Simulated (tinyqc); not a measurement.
Exchange-split free-electron bands and tunnelling magnetoresistance, step by step. Values are carried at full precision from step to step, so a last printed digit may differ when a step is redone from the rounded ones.

Majority and minority bands E = c k^2/m -/+ Dx/2, c = hbar^2/2m0, so k_up = sqrt(m (EF + Dx/2)/c), k_dn = sqrt(m (EF - Dx/2)/c); n_s = k_s^3/(6 pi^2), D_s = m k_s/(4 pi^2 c).

Constants: hbar^2/2m0 = 3.80998211 eV angstrom^2.

Parameters, chosen for this exercise:
- EF = 3.52 eV (Fermi energy above the mean band bottom)
- Dx = 1.47 eV (exchange splitting)
- m = 0.84 m0 (mass in the electrodes)
- mb = 0.91 m0 (mass in the barrier)
- phi = 1.7 eV (barrier height above EF)
- d = 15.4 angstrom (barrier thickness)

## The two Fermi spheres

Give k_s, n_s, D_s, the moment per electron (n_up - n_dn)/n and three polarisations: of D, of D v and of D v^2 (v proportional to k).

k_up, k_dn (1/angstrom): [0.9686, 0.7836]

n_up, n_dn (1/angstrom^3): [0.01534, 0.00812]

D_up, D_dn (1/(eV angstrom^3)): [0.00541, 0.00438]

moment per electron = 0.3076 muB

polarisations: D 0.1056, D v 0.2088, D v^2 0.3076

The three numbers differ although they describe one band structure: each probe (density of states, ballistic current, diffusive current) weights the velocity differently.

## Transmissions

Barrier: kappa = sqrt(mb phi/c), c = hbar^2/2m0. With a = k1/m, b = k2/m, w = kappa/mb, the transmission at normal incidence is T(k1, k2) = 4 a b w^2/[w^2 (a + b)^2 + (w^2 + a^2)(w^2 + b^2) sinh^2(kappa d)]. Parallel: G_P = T(up, up) + T(dn, dn); antiparallel: G_AP = 2 T(up, dn); TMR = (G_P - G_AP)/G_AP. Julliere: TMR = 2 P^2/(1 - P^2). Slonczewski factor: P_eff = P_k (w^2 - a_up a_dn)/(w^2 + a_up a_dn), P_k = (k_up - k_dn)/(k_up + k_dn).

Evaluate kappa and the three T.

kappa = 0.6372 1/angstrom
kappa d = 9.813

T: up-up 9.434e-09, dn-dn 1.105e-08, up-dn 1.021e-08

The minority channel transmits more, by a factor 1.17; the common factor exp(-2 kappa d) is 3e-09.

## Magnetoresistance

From the T, and from the Julliere formula with P_k and with P_eff.

TMR from T = 0.31 %
P_k = 0.1056
P_eff = -0.0395
Julliere with P_k = 2.25 %
Julliere with P_eff = 0.31 %

The interface factor is -0.374: it reverses the sign of the tunnelling polarisation. The plain Julliere value lies 1.9 points above the result and the one with P_eff 0.00 points from it. Symmetry filtering in crystalline barriers, which gives far larger values, is outside this model.

## Checks

- TMR of a thick barrier against the Julliere formula with P_eff: both 0.003119.

Computed by tinyqc, a small Python program: `OMP_NUM_THREADS=1 python tinyqc.py 1681414 1681415 out.jsonl` (the numbers bound the seed that draws the inputs); one thread of a shared host (Intel(R) Xeon(R) Processor @ 2.30GHz), about 0.01 s for the whole set of steps.
